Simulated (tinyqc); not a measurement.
Inside a calculation. Method: FCI on RHF in the 6-31g basis, for H3+, spin multiplicity 1. One step of it, computed by the program tinyqc.

Problem. FCI: roots. Diagonalise (each vector has its largest component positive (the first on a tie)); all determinants have Ms = 0, so triplets appear too. The lowest singlet root is the correlation energy.

Occupation strings over the orbitals (2 doubly, a alpha, b beta, 0 empty; spin orbitals ordered 1a 1b 2a 2b ...): 200000 a0b000 a00b00 a0000b b0a000 b00a00 b0000a 020000 0a00b0 002000 00ab00 00a00b 00ba00 000200 000a0b 0b00a0 000020 00b00a 000b0a 000002

H - E(HF) between determinants (hartree), lower triangle:
```
,200000,a0b000,a00b00,a0000b,b0a000,b00a00,b0000a,020000,0a00b0,002000,00ab00,00a00b,00ba00,000200,000a0b,0b00a0,000020,00b00a,000b0a,000002
200000,0.000000
a0b000,0.000000,0.781944
a00b00,0.000000,-0.006279,1.172099
a0000b,0.000000,0.084134,0.000062,1.633009
b0a000,0.000000,-0.049647,0.018651,0.062680,0.781944
b00a00,0.000000,0.018651,-0.059130,-0.014989,-0.006279,1.172099
b0000a,0.000000,0.062680,-0.014989,-0.115480,0.084134,0.000062,1.633009
020000,0.121258,-0.069586,-0.055695,0.080700,0.069586,0.055695,-0.080700,0.905380
0a00b0,-0.074682,-0.028196,0.093965,-0.103906,-0.024120,-0.048756,0.060793,0.086786,1.817254
002000,0.049647,-0.083835,-0.013079,-0.044495,0.083835,0.013079,0.044495,0.078991,0.043791,1.784968
00ab00,-0.018651,-0.013079,-0.048191,0.035798,-0.061387,-0.006663,-0.042380,0.025643,-0.050118,0.006839,2.054299
00a00b,-0.062680,-0.044495,0.035798,-0.005713,-0.061702,-0.025795,-0.048353,-0.038774,0.070251,0.192717,-0.020073,2.437341
00ba00,0.018651,-0.061387,-0.006663,-0.042380,-0.013079,-0.048191,0.035798,-0.025643,-0.000357,-0.006839,-0.009470,-0.009616,2.054299
000200,0.059130,0.006663,0.052619,0.010890,-0.006663,-0.052619,-0.010890,0.042279,-0.049487,0.009470,0.007713,-0.017290,-0.007713,2.440597
000a0b,0.014989,0.042380,0.010890,-0.025852,-0.025795,-0.060434,0.075695,-0.049181,0.060011,0.009616,-0.017290,-0.010883,-0.145042,-0.019194,2.807232
0b00a0,0.074682,-0.024120,-0.048756,0.060793,-0.028196,0.093965,-0.103906,-0.086786,-0.089805,-0.043791,-0.000357,-0.001522,-0.050118,0.049487,-0.070823,1.817254
000020,0.063748,-0.000211,-0.064973,0.070592,0.000211,0.064973,-0.070592,0.089805,0.082224,0.041791,-0.016733,0.026150,0.016733,0.083518,-0.091530,-0.082224,2.753261
00b00a,0.062680,-0.061702,-0.025795,-0.048353,-0.044495,0.035798,-0.005713,0.038774,-0.001522,-0.192717,-0.009616,-0.068052,-0.020073,0.017290,0.018415,0.070251,-0.026150,2.437341
000b0a,-0.014989,-0.025795,-0.060434,0.075695,0.042380,0.010890,-0.025852,0.049181,-0.070823,-0.009616,-0.145042,0.018415,-0.017290,0.019194,-0.062167,0.060011,0.091530,-0.010883,2.807232
000002,0.115480,0.048353,-0.075695,-0.009190,-0.048353,0.075695,0.009190,0.073614,-0.080871,0.068052,-0.018415,0.076995,0.018415,0.062167,-0.001036,0.080871,0.114560,-0.076995,0.001036,3.317178
```

Give: lowest roots of this matrix, relative to E(HF); lowest vectors; <S^2> of these roots; weight of the ground state by excitation level 0, 1, 2, ....

Solution.

lowest roots of this matrix, relative to E(HF) (hartree): -0.0342  0.6940  0.7356  0.9158  1.1051  1.1971  1.5243  1.6375

lowest vectors:
```
,root 1,root 2,root 3,root 4
200000,0.9866,0.0000,0.1031,0.0909
a0b000,-0.0125,0.6936,0.5438,-0.4380
a00b00,-0.0140,-0.0239,0.1087,0.1156
a0000b,0.0090,-0.1196,-0.0674,-0.0857
b0a000,0.0125,0.6936,-0.5438,0.4380
b00a00,0.0140,-0.0239,-0.1087,-0.1156
b0000a,-0.0090,-0.1196,0.0674,0.0857
020000,-0.1331,0.0000,0.5927,0.7164
0a00b0,0.0456,0.0304,-0.0638,-0.0892
002000,-0.0278,0.0000,0.0403,-0.1726
00ab00,0.0116,0.0387,-0.0248,0.0081
00a00b,0.0243,0.0397,0.0088,0.0493
00ba00,-0.0116,0.0387,0.0248,-0.0081
000200,-0.0172,0.0000,-0.0300,-0.0286
000a0b,-0.0094,-0.0002,-0.0067,0.0303
0b00a0,-0.0456,0.0304,0.0638,0.0892
000020,-0.0209,0.0000,-0.0111,-0.0082
00b00a,-0.0243,0.0397,-0.0088,-0.0493
000b0a,0.0094,-0.0002,0.0067,-0.0303
000002,-0.0285,0.0000,-0.0407,-0.0051
```

<S^2> of these roots: 0.0000  2.0000  0.0000  0.0000  2.0000  0.0000  2.0000  0.0000

weight of the ground state by excitation level 0, 1, 2, ...: 0.9733  0.0009  0.0258
